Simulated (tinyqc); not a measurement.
Inside a calculation. Method: RHF in the sto-6g basis, for BeH2, spin multiplicity 1. Computed by tinyqc, a small Python program that keeps every step (integrals from PySCF). Settings: charge = 0, multiplicity = 1, basis = sto-6g, energy threshold = 1e-10, iteration cap = 54, orthogonalisation = canonical, start = atomic densities, DIIS depth = 0, method = RHF. Command: `OMP_NUM_THREADS=1 python tinyqc.py 22581 22582 out.jsonl` (the two numbers bound the seeds that draw the settings). One thread of a shared host (Intel(R) Xeon(R) Processor @ 2.60GHz), about 0.1 s of CPU time with the checks. Later iterations appear only in the table of the cycle.

## One-electron integrals

Geometry (angstrom):
```
atom,x,y,z
Be,0.000000,0.000000,0.000000
H,0.000000,1.507000,0.000000
H,0.000000,-1.507000,0.000000
```

Basis sto-6g: exponents (1/bohr^2) and contraction coefficients of normalised primitives:
```
element,l (shell),exponent,coefficient
Be,s (1),312.870494,0.009164
Be,s (1),57.364463,0.049361
Be,s (1),16.048509,0.168538
Be,s (1),5.513096,0.370563
Be,s (1),2.140897,0.416492
Be,s (1),0.881739,0.130334
Be,s (2),13.633247,-0.013253
Be,s (2),2.698375,-0.046992
Be,s (2),0.838653,-0.033785
Be,s (2),0.322660,0.250242
Be,s (2),0.140131,0.595117
Be,s (2),0.064233,0.240706
Be,p (3),13.633247,0.003760
Be,p (3),2.698375,0.037679
Be,p (3),0.838653,0.173897
Be,p (3),0.322660,0.418036
Be,p (3),0.140131,0.425860
Be,p (3),0.064233,0.101708
H,s (1),35.523221,0.009164
H,s (1),6.513144,0.049361
H,s (1),1.822143,0.168538
H,s (1),0.625955,0.370563
H,s (1),0.243077,0.416492
H,s (1),0.100112,0.130334
```

Overlap, kinetic and nuclear-attraction integrals over the contracted functions; the nuclear repulsion is the sum of Za Zb / Rab.

nuclear repulsion = 2.98474207 hartree

overlap S:
```
,1Be 1s,1Be 2s,1Be 2px,1Be 2py,1Be 2pz,2H 1s,3H 1s
1Be 1s,1.000000,0.254764,0.000000,0.000000,0.000000,0.049737,0.049737
1Be 2s,0.254764,1.000000,0.000000,0.000000,0.000000,0.395296,0.395296
1Be 2px,0.000000,0.000000,1.000000,0.000000,0.000000,0.000000,0.000000
1Be 2py,0.000000,0.000000,0.000000,1.000000,0.000000,0.474143,-0.474143
1Be 2pz,0.000000,0.000000,0.000000,0.000000,1.000000,0.000000,0.000000
2H 1s,0.049737,0.395296,0.000000,0.474143,0.000000,1.000000,0.021151
3H 1s,0.049737,0.395296,0.000000,-0.474143,0.000000,0.021151,1.000000
```

kinetic energy T (hartree):
```
,1Be 1s,1Be 2s,1Be 2px,1Be 2py,1Be 2pz,2H 1s,3H 1s
1Be 1s,6.768753,-0.207382,0.000000,0.000000,0.000000,-0.013116,-0.013116
1Be 2s,-0.207382,0.220121,0.000000,0.000000,0.000000,0.045995,0.045995
1Be 2px,0.000000,0.000000,0.661265,0.000000,0.000000,0.000000,0.000000
1Be 2py,0.000000,0.000000,0.000000,0.661265,0.000000,0.142372,-0.142372
1Be 2pz,0.000000,0.000000,0.000000,0.000000,0.661265,0.000000,0.000000
2H 1s,-0.013116,0.045995,0.000000,0.142372,0.000000,0.768522,-0.005583
3H 1s,-0.013116,0.045995,0.000000,-0.142372,0.000000,-0.005583,0.768522
```

nuclear attraction V (hartree):
```
,1Be 1s,1Be 2s,1Be 2px,1Be 2py,1Be 2pz,2H 1s,3H 1s
1Be 1s,-15.417083,-1.829650,0.000000,0.000000,0.000000,-0.388499,-0.388499
1Be 2s,-1.829650,-2.973906,0.000000,0.000000,0.000000,-1.096520,-1.096520
1Be 2px,0.000000,0.000000,-2.908774,0.000000,0.000000,0.000000,0.000000
1Be 2py,0.000000,0.000000,0.000000,-3.103899,0.000000,-1.288671,1.288671
1Be 2pz,0.000000,0.000000,0.000000,0.000000,-2.908774,0.000000,0.000000
2H 1s,-0.388499,-1.096520,0.000000,-1.288671,0.000000,-2.814265,-0.066186
3H 1s,-0.388499,-1.096520,0.000000,1.288671,0.000000,-0.066186,-2.814265
```

core Hamiltonian H = T + V (hartree):
```
,1Be 1s,1Be 2s,1Be 2px,1Be 2py,1Be 2pz,2H 1s,3H 1s
1Be 1s,-8.648330,-2.037032,0.000000,0.000000,0.000000,-0.401615,-0.401615
1Be 2s,-2.037032,-2.753785,0.000000,0.000000,0.000000,-1.050525,-1.050525
1Be 2px,0.000000,0.000000,-2.247509,0.000000,0.000000,0.000000,0.000000
1Be 2py,0.000000,0.000000,0.000000,-2.442633,0.000000,-1.146299,1.146299
1Be 2pz,0.000000,0.000000,0.000000,0.000000,-2.247509,0.000000,0.000000
2H 1s,-0.401615,-1.050525,0.000000,-1.146299,0.000000,-2.045743,-0.071770
3H 1s,-0.401615,-1.050525,0.000000,1.146299,0.000000,-0.071770,-2.045743
```

## Two-electron integrals

Functions are numbered as in S; the eight-fold symmetry (ij|kl) = (ji|kl) = (kl|ij) leaves the list below.

Two-electron integrals (ij|kl) in chemists' order, unique and non-zero (hartree):
```
i,j,k,l,(ij|kl)
1,1,1,1,2.299996
2,1,1,1,0.361879
2,1,2,1,0.071926
2,2,1,1,0.570332
2,2,2,1,0.139654
2,2,2,2,0.417773
3,1,3,1,0.015252
3,2,3,1,0.022555
3,2,3,2,0.092340
3,3,1,1,0.570332
3,3,2,1,0.139654
3,3,2,2,0.417773
3,3,3,3,0.450117
4,1,4,1,0.015252
4,2,4,1,0.022555
4,2,4,2,0.092340
4,3,4,3,0.024258
4,4,1,1,0.570332
4,4,2,1,0.139654
4,4,2,2,0.417773
4,4,3,3,0.401601
4,4,4,4,0.450117
5,1,5,1,0.015252
5,2,5,1,0.022555
5,2,5,2,0.092340
5,3,5,3,0.024258
5,4,5,4,0.024258
5,5,1,1,0.570332
5,5,2,1,0.139654
5,5,2,2,0.417773
5,5,3,3,0.401601
5,5,4,4,0.401601
5,5,5,5,0.450117
6,1,1,1,0.072419
6,1,2,1,0.013986
6,1,2,2,0.027080
6,1,3,3,0.026856
6,1,4,1,0.001386
6,1,4,2,0.002699
6,1,4,4,0.027527
6,1,5,5,0.026856
6,1,6,1,0.002877
6,2,1,1,0.181539
6,2,2,1,0.045203
6,2,2,2,0.148105
6,2,3,3,0.142434
6,2,4,1,0.006292
6,2,4,2,0.037654
6,2,4,4,0.159447
6,2,5,5,0.142434
6,2,6,1,0.009741
6,2,6,2,0.079565
6,3,3,1,0.004257
6,3,3,2,0.019620
6,3,4,3,0.006451
6,3,6,3,0.007091
6,4,1,1,0.197893
6,4,2,1,0.049880
6,4,2,2,0.170672
6,4,3,3,0.160651
6,4,4,1,0.010143
6,4,4,2,0.058606
6,4,4,4,0.190712
6,4,5,5,0.160651
6,4,6,1,0.011258
6,4,6,2,0.104146
6,4,6,4,0.140418
6,5,5,1,0.004257
6,5,5,2,0.019620
6,5,5,4,0.006451
6,5,6,5,0.007091
6,6,1,1,0.349510
6,6,2,1,0.088761
6,6,2,2,0.325191
6,6,3,3,0.301879
6,6,4,1,0.014216
6,6,4,2,0.110304
6,6,4,4,0.371816
6,6,5,5,0.301879
6,6,6,1,0.019744
6,6,6,2,0.224082
6,6,6,4,0.310849
6,6,6,6,0.774999
7,1,1,1,0.072419
7,1,2,1,0.013986
7,1,2,2,0.027080
7,1,3,3,0.026856
7,1,4,1,-0.001386
7,1,4,2,-0.002699
7,1,4,4,0.027527
7,1,5,5,0.026856
7,1,6,1,0.002603
7,1,6,2,0.008054
7,1,6,4,0.008560
7,1,6,6,0.015630
7,1,7,1,0.002877
7,2,1,1,0.181539
7,2,2,1,0.045203
7,2,2,2,0.148105
7,2,3,3,0.142434
7,2,4,1,-0.006292
7,2,4,2,-0.037654
7,2,4,4,0.159447
7,2,5,5,0.142434
7,2,6,1,0.008054
7,2,6,2,0.040528
7,2,6,4,0.042757
7,2,6,6,0.083837
7,2,7,1,0.009741
7,2,7,2,0.079565
7,3,3,1,0.004257
7,3,3,2,0.019620
7,3,4,3,-0.006451
7,3,6,3,0.002813
7,3,7,3,0.007091
7,4,1,1,-0.197893
7,4,2,1,-0.049880
7,4,2,2,-0.170672
7,4,3,3,-0.160651
7,4,4,1,0.010143
7,4,4,2,0.058606
7,4,4,4,-0.190712
7,4,5,5,-0.160651
7,4,6,1,-0.008560
7,4,6,2,-0.042757
7,4,6,4,-0.043586
7,4,6,6,-0.087487
7,4,7,1,-0.011258
7,4,7,2,-0.104146
7,4,7,4,0.140418
7,5,5,1,0.004257
7,5,5,2,0.019620
7,5,5,4,-0.006451
7,5,6,5,0.002813
7,5,7,5,0.007091
7,6,1,1,0.012022
7,6,2,1,0.002915
7,6,2,2,0.008751
7,6,3,3,0.008578
7,6,4,4,0.009097
7,6,5,5,0.008578
7,6,6,1,0.000569
7,6,6,2,0.003282
7,6,6,4,0.003887
7,6,6,6,0.007694
7,6,7,1,0.000569
7,6,7,2,0.003282
7,6,7,4,-0.003887
7,6,7,6,0.000188
7,7,1,1,0.349510
7,7,2,1,0.088761
7,7,2,2,0.325191
7,7,3,3,0.301879
7,7,4,1,-0.014216
7,7,4,2,-0.110304
7,7,4,4,0.371816
7,7,5,5,0.301879
7,7,6,1,0.015630
7,7,6,2,0.083837
7,7,6,4,0.087487
7,7,6,6,0.175559
7,7,7,1,0.019744
7,7,7,2,0.224082
7,7,7,4,-0.310849
7,7,7,6,0.007694
7,7,7,7,0.774999
```

## Orthogonalisation

S = U s U^T; canonical form X = U s^(-1/2), so that X^T S X = 1. Each column of U has its largest component positive (the first on a tie).

eigenvalues of S: 0.318801  0.418646  0.950745  1.000000  1.000000  1.651760  1.660048

X:
```
,1,2,3,4,5,6,7
1Be 1s,0.000000,-0.370713,0.933519,0.000000,0.000000,0.262634,0.000000
1Be 2s,0.000000,1.121218,-0.064596,0.000000,0.000000,0.533280,0.000000
1Be 2px,0.000000,0.000000,0.000000,1.000000,0.000000,0.000000,0.000000
1Be 2py,1.242434,0.000000,0.000000,0.000000,0.000000,0.000000,0.553124
1Be 2pz,0.000000,0.000000,0.000000,0.000000,1.000000,0.000000,0.000000
2H 1s,-0.892498,-0.705016,-0.296797,0.000000,0.000000,0.355000,0.384998
3H 1s,0.892498,-0.705016,-0.296797,0.000000,0.000000,0.355000,-0.384998
```

Within a degenerate level the vectors are fixed only up to a rotation; this is one choice.

## Starting guess

The start is atomic minimal-basis densities projected into this basis (PySCF's MINAO start) and scaled to the electron count of each spin; this density is not idempotent, so its energy is not variational and may lie below the converged one.

D at the start:
```
,1Be 1s,1Be 2s,1Be 2px,1Be 2py,1Be 2pz,2H 1s,3H 1s
1Be 1s,2.148246,-0.507845,0.000000,0.000000,0.000000,-0.029530,-0.029530
1Be 2s,-0.507845,2.018589,0.000000,0.000000,0.000000,0.136812,0.136812
1Be 2px,0.000000,0.000000,0.000000,0.000000,0.000000,0.000000,0.000000
1Be 2py,0.000000,0.000000,0.000000,0.003222,0.000000,0.037965,-0.037965
1Be 2pz,0.000000,0.000000,0.000000,0.000000,0.000000,0.000000,0.000000
2H 1s,-0.029530,0.136812,0.000000,0.037965,0.000000,0.902953,0.008185
3H 1s,-0.029530,0.136812,0.000000,-0.037965,0.000000,0.008185,0.902953
```

## Iteration 1: building the Fock matrix

J_ij = sum D_kl (ij|kl), K_ij = sum D_kl (ik|jl); F = H + J - 0.5 K; E = tr D H + tr D J / 2 - 0.25 tr D K + E_nn.

Coulomb J (hartree):
```
,1Be 1s,1Be 2s,1Be 2px,1Be 2py,1Be 2pz,2H 1s,3H 1s
1Be 1s,6.478725,1.177706,0.000000,0.000000,0.000000,0.234119,0.234119
1Be 2s,1.177706,2.619203,0.000000,0.000000,0.000000,0.964609,0.964609
1Be 2px,0.000000,0.000000,2.572452,0.000000,0.000000,0.000000,0.000000
1Be 2py,0.000000,0.000000,0.000000,2.712713,0.000000,1.132330,-1.132330
1Be 2pz,0.000000,0.000000,0.000000,0.000000,2.572452,0.000000,0.000000
2H 1s,0.234119,0.964609,0.000000,1.132330,0.000000,2.289149,0.056776
3H 1s,0.234119,0.964609,0.000000,-1.132330,0.000000,0.056776,2.289149
```

exchange K (hartree):
```
,1Be 1s,1Be 2s,1Be 2px,1Be 2py,1Be 2pz,2H 1s,3H 1s
1Be 1s,4.723188,0.759851,0.000000,0.000000,0.000000,0.170811,0.170811
1Be 2s,0.759851,1.082061,0.000000,0.000000,0.000000,0.563905,0.563905
1Be 2px,0.000000,0.000000,0.220395,0.000000,0.000000,0.000000,0.000000
1Be 2py,0.000000,0.000000,0.000000,0.510405,0.000000,0.395268,-0.395268
1Be 2pz,0.000000,0.000000,0.000000,0.000000,0.220395,0.000000,0.000000
2H 1s,0.170811,0.563905,0.000000,0.395268,0.000000,0.941752,0.110947
3H 1s,0.170811,0.563905,0.000000,-0.395268,0.000000,0.110947,0.941752
```

Fock matrix F (hartree):
```
,1Be 1s,1Be 2s,1Be 2px,1Be 2py,1Be 2pz,2H 1s,3H 1s
1Be 1s,-4.531200,-1.239252,0.000000,0.000000,0.000000,-0.252901,-0.252901
1Be 2s,-1.239252,-0.675611,0.000000,0.000000,0.000000,-0.367869,-0.367869
1Be 2px,0.000000,0.000000,0.214745,0.000000,0.000000,0.000000,0.000000
1Be 2py,0.000000,0.000000,0.000000,0.014877,0.000000,-0.211603,0.211603
1Be 2pz,0.000000,0.000000,0.000000,0.000000,0.214745,0.000000,0.000000
2H 1s,-0.252901,-0.367869,0.000000,-0.211603,0.000000,-0.227471,-0.070467
3H 1s,-0.252901,-0.367869,0.000000,0.211603,0.000000,-0.070467,-0.227471
```

total energy of this density = -15.47935853 hartree

This density is the starting one; it is not idempotent, so its energy is not variational and may lie below the converged one.

## Iteration 1: diagonalisation and new density

Diagonalise F' = X^T F X, C = X C', fill 3 alpha and 3 beta electrons from the bottom; D = 2 C_occ C_occ^T. Each column has its largest component positive (the first on a tie).

F' = X^T F X (hartree):
```
,1,2,3,4,5,6,7
1,0.711403,0.000000,0.000000,0.000000,0.000000,0.000000,0.124606
2,0.000000,0.160742,0.654141,0.000000,0.000000,0.210396,0.000000
3,0.000000,0.654141,-3.602528,0.000000,0.000000,-1.615658,0.000000
4,0.000000,0.000000,0.000000,0.214745,0.000000,0.000000,0.000000
5,0.000000,0.000000,0.000000,0.000000,0.214745,0.000000,0.000000
6,0.000000,0.210396,-1.615658,0.000000,0.000000,-1.299800,0.000000
7,0.124606,0.000000,0.000000,0.000000,0.000000,0.000000,-0.222236
```

orbital energies (hartree): MO1 -4.533054, MO2 -0.483898, MO3 -0.238580, MO4 0.214745, MO5 0.214745, MO6 0.275366, MO7 0.727747

coefficients C:
```
,MO1,MO2,MO3,MO4,MO5,MO6,MO7
1Be 1s,0.994139,-0.222405,0.000000,0.000000,0.000000,-0.200213,0.000000
1Be 2s,0.022581,0.666840,0.000000,0.000000,0.000000,1.049050,0.000000
1Be 2px,0.000000,0.000000,0.000000,0.994546,-0.104295,0.000000,0.000000
1Be 2py,0.000000,0.000000,0.386844,0.000000,0.000000,0.000000,1.303817
1Be 2pz,0.000000,0.000000,0.000000,0.104295,0.994546,0.000000,0.000000
2H 1s,-0.001126,0.340786,0.497800,0.000000,0.000000,-0.771379,-0.834848
3H 1s,-0.001126,0.340786,-0.497800,0.000000,0.000000,-0.771379,0.834848
```

D after iteration 1:
```
,1Be 1s,1Be 2s,1Be 2px,1Be 2py,1Be 2pz,2H 1s,3H 1s
1Be 1s,2.075553,-0.251721,0.000000,0.000000,0.000000,-0.153824,-0.153824
1Be 2s,-0.251721,0.890370,0.000000,0.000000,0.000000,0.454449,0.454449
1Be 2px,0.000000,0.000000,0.000000,0.000000,0.000000,0.000000,0.000000
1Be 2py,0.000000,0.000000,0.000000,0.299297,0.000000,0.385142,-0.385142
1Be 2pz,0.000000,0.000000,0.000000,0.000000,0.000000,0.000000,0.000000
2H 1s,-0.153824,0.454449,0.000000,0.385142,0.000000,0.727882,-0.263336
3H 1s,-0.153824,0.454449,0.000000,-0.385142,0.000000,-0.263336,0.727882
```

Within a degenerate level the vectors are fixed only up to a rotation; this is one choice.

## Iteration 2: building the Fock matrix

As before.

Coulomb J (hartree):
```
,1Be 1s,1Be 2s,1Be 2px,1Be 2py,1Be 2pz,2H 1s,3H 1s
1Be 1s,6.362863,1.159117,0.000000,0.000000,0.000000,0.230818,0.230818
1Be 2s,1.159117,2.594743,0.000000,0.000000,0.000000,0.972862,0.972862
1Be 2px,0.000000,0.000000,2.530451,0.000000,0.000000,0.000000,0.000000
1Be 2py,0.000000,0.000000,0.000000,2.723333,0.000000,1.151719,-1.151719
1Be 2pz,0.000000,0.000000,0.000000,0.000000,2.530451,0.000000,0.000000
2H 1s,0.230818,0.972862,0.000000,1.151719,0.000000,2.345221,0.056703
3H 1s,0.230818,0.972862,0.000000,-1.151719,0.000000,0.056703,2.345221
```

exchange K (hartree):
```
,1Be 1s,1Be 2s,1Be 2px,1Be 2py,1Be 2pz,2H 1s,3H 1s
1Be 1s,4.646001,0.742933,0.000000,0.000000,0.000000,0.154702,0.154702
1Be 2s,0.742933,0.872493,0.000000,0.000000,0.000000,0.558419,0.558419
1Be 2px,0.000000,0.000000,0.161603,0.000000,0.000000,0.000000,0.000000
1Be 2py,0.000000,0.000000,0.000000,0.858703,0.000000,0.622656,-0.622656
1Be 2pz,0.000000,0.000000,0.000000,0.000000,0.161603,0.000000,0.000000
2H 1s,0.154702,0.558419,0.000000,0.622656,0.000000,1.110978,-0.000890
3H 1s,0.154702,0.558419,0.000000,-0.622656,0.000000,-0.000890,1.110978
```

Fock matrix F (hartree):
```
,1Be 1s,1Be 2s,1Be 2px,1Be 2py,1Be 2pz,2H 1s,3H 1s
1Be 1s,-4.608468,-1.249381,0.000000,0.000000,0.000000,-0.248148,-0.248148
1Be 2s,-1.249381,-0.595288,0.000000,0.000000,0.000000,-0.356872,-0.356872
1Be 2px,0.000000,0.000000,0.202140,0.000000,0.000000,0.000000,0.000000
1Be 2py,0.000000,0.000000,0.000000,-0.148652,0.000000,-0.305908,0.305908
1Be 2pz,0.000000,0.000000,0.000000,0.000000,0.202140,0.000000,0.000000
2H 1s,-0.248148,-0.356872,0.000000,-0.305908,0.000000,-0.256012,-0.014622
3H 1s,-0.248148,-0.356872,0.000000,0.305908,0.000000,-0.014622,-0.256012
```

total energy of this density = -15.67488031 hartree

## Iteration 2: diagonalisation and new density

As before.

F' = X^T F X (hartree):
```
,1,2,3,4,5,6,7
1,0.742823,0.000000,0.000000,0.000000,0.000000,0.000000,0.073109
2,0.000000,0.256864,0.664117,0.000000,0.000000,0.248772,0.000000
3,0.000000,0.664117,-3.667922,0.000000,0.000000,-1.649570,0.000000
4,0.000000,0.000000,0.000000,0.202140,0.000000,0.000000,0.000000
5,0.000000,0.000000,0.000000,0.000000,0.202140,0.000000,0.000000
6,0.000000,0.248772,-1.649570,0.000000,0.000000,-1.268142,0.000000
7,0.073109,0.000000,0.000000,0.000000,0.000000,0.000000,-0.377612
```

orbital energies (hartree): MO1 -4.609910, MO2 -0.436009, MO3 -0.382363, MO4 0.202140, MO5 0.202140, MO6 0.366719, MO7 0.747573

coefficients C:
```
,MO1,MO2,MO3,MO4,MO5,MO6,MO7
1Be 1s,0.994890,-0.208658,0.000000,0.000000,0.000000,-0.210993,0.000000
1Be 2s,0.020403,0.614236,0.000000,0.000000,0.000000,1.080736,0.000000
1Be 2px,0.000000,0.000000,0.000000,-0.042086,0.999114,0.000000,0.000000
1Be 2py,0.000000,0.000000,0.471402,0.000000,0.000000,0.000000,1.275683
1Be 2pz,0.000000,0.000000,0.000000,0.999114,0.042086,0.000000,0.000000
2H 1s,-0.002509,0.378500,0.442056,0.000000,0.000000,-0.753586,-0.865658
3H 1s,-0.002509,0.378500,-0.442056,0.000000,0.000000,-0.753586,0.865658
```

D after iteration 2:
```
,1Be 1s,1Be 2s,1Be 2px,1Be 2py,1Be 2pz,2H 1s,3H 1s
1Be 1s,2.066687,-0.215732,0.000000,0.000000,0.000000,-0.162947,-0.162947
1Be 2s,-0.215732,0.755403,0.000000,0.000000,0.000000,0.464874,0.464874
1Be 2px,0.000000,0.000000,0.000000,0.000000,0.000000,0.000000,0.000000
1Be 2py,0.000000,0.000000,0.000000,0.444440,0.000000,0.416772,-0.416772
1Be 2pz,0.000000,0.000000,0.000000,0.000000,0.000000,0.000000,0.000000
2H 1s,-0.162947,0.464874,0.000000,0.416772,0.000000,0.677364,-0.104289
3H 1s,-0.162947,0.464874,0.000000,-0.416772,0.000000,-0.104289,0.677364
```

Within a degenerate level the vectors are fixed only up to a rotation; this is one choice.

## Iteration 11 (converged): orbitals

converged F (hartree):
```
,1Be 1s,1Be 2s,1Be 2px,1Be 2py,1Be 2pz,2H 1s,3H 1s
1Be 1s,-4.597598,-1.249394,0.000000,0.000000,0.000000,-0.248572,-0.248572
1Be 2s,-1.249394,-0.573650,0.000000,0.000000,0.000000,-0.355887,-0.355887
1Be 2px,0.000000,0.000000,0.210277,0.000000,0.000000,0.000000,0.000000
1Be 2py,0.000000,0.000000,0.000000,-0.171482,0.000000,-0.311551,0.311551
1Be 2pz,0.000000,0.000000,0.000000,0.000000,0.210277,0.000000,0.000000
2H 1s,-0.248572,-0.355887,0.000000,-0.311551,0.000000,-0.255610,-0.023009
3H 1s,-0.248572,-0.355887,0.000000,0.311551,0.000000,-0.023009,-0.255610
```

As before.

F' = X^T F X (hartree):
```
,1,2,3,4,5,6,7
1,0.746612,0.000000,0.000000,0.000000,0.000000,0.000000,0.051553
2,0.000000,0.274072,0.655331,0.000000,0.000000,0.264960,0.000000
3,0.000000,0.655331,-3.659218,0.000000,0.000000,-1.646546,0.000000
4,0.000000,0.000000,0.000000,0.210277,0.000000,0.000000,0.000000
5,0.000000,0.000000,0.000000,0.000000,0.210277,0.000000,0.000000
6,0.000000,0.264960,-1.646546,0.000000,0.000000,-1.262667,0.000000
7,0.051553,0.000000,0.000000,0.000000,0.000000,0.000000,-0.386798
```

orbital energies (hartree): MO1 -4.599139, MO2 -0.429063, MO3 -0.389138, MO4 0.210277, MO5 0.210277, MO6 0.380389, MO7 0.748952

coefficients C:
```
,MO1,MO2,MO3,MO4,MO5,MO6,MO7
1Be 1s,0.994723,-0.204123,0.000000,0.000000,0.000000,-0.216152,0.000000
1Be 2s,0.021008,0.588367,0.000000,0.000000,0.000000,1.095023,0.000000
1Be 2px,0.000000,0.000000,0.000000,0.989133,0.147023,0.000000,0.000000
1Be 2py,0.000000,0.000000,0.496218,0.000000,0.000000,0.000000,1.266237
1Be 2pz,0.000000,0.000000,0.000000,-0.147023,0.989133,0.000000,0.000000
2H 1s,-0.002490,0.396304,0.425071,0.000000,0.000000,-0.744378,-0.874123
3H 1s,-0.002490,0.396304,-0.425071,0.000000,0.000000,-0.744378,0.874123
```

D after iteration 11:
```
,1Be 1s,1Be 2s,1Be 2px,1Be 2py,1Be 2pz,2H 1s,3H 1s
1Be 1s,2.062280,-0.198404,0.000000,0.000000,0.000000,-0.166742,-0.166742
1Be 2s,-0.198404,0.693234,0.000000,0.000000,0.000000,0.466240,0.466240
1Be 2px,0.000000,0.000000,0.000000,0.000000,0.000000,0.000000,0.000000
1Be 2py,0.000000,0.000000,0.000000,0.492464,0.000000,0.421856,-0.421856
1Be 2pz,0.000000,0.000000,0.000000,0.000000,0.000000,0.000000,0.000000
2H 1s,-0.166742,0.466240,0.000000,0.421856,0.000000,0.675497,-0.047245
3H 1s,-0.166742,0.466240,0.000000,-0.421856,0.000000,-0.047245,0.675497
```

Within a degenerate level the vectors are fixed only up to a rotation; this is one choice.

## Convergence

Stop when the energy changes by less than 1e-10 hartree and every element of the error matrix X^T (F D S - S D F) X is below 3e-06.

Course of the cycle:
```
iteration,E (hartree),change,largest element of the error matrix
1,-15.47935853,-,3.60e-01
2,-15.67488031,-1.96e-01,1.48e-01
3,-15.69205184,-1.72e-02,3.28e-02
4,-15.69325883,-1.21e-03,8.51e-03
5,-15.69334665,-8.78e-05,2.28e-03
6,-15.69335302,-6.37e-06,6.12e-04
7,-15.69335348,-4.61e-07,1.65e-04
8,-15.69335351,-3.34e-08,4.43e-05
9,-15.69335352,-2.41e-09,1.19e-05
10,-15.69335352,-1.75e-10,3.20e-06
11,-15.69335352,-1.26e-11,8.62e-07
```

PySCF RHF in the same basis = -15.69335352 hartree

Converged in 11 iterations.

## Populations, bond orders and dipole

Mulliken: Z minus the diagonal of D S on the atom; Loewdin: the same with S^(1/2) D S^(1/2); Mayer order: 2 sum_s sum (D(s) S)_ij (D(s) S)_ji over the two atoms.

Charges (e):
```
atom,Mulliken,Loewdin
1Be,0.101055,0.083644
2H,-0.050528,-0.041822
3H,-0.050528,-0.041822
```

Mayer bond orders:
```
pair,order
2-1,0.994202
3-1,0.994202
3-2,0.003245
```

dipole moment about the origin, x y z (debye): 0.000000  0.000000  0.000000
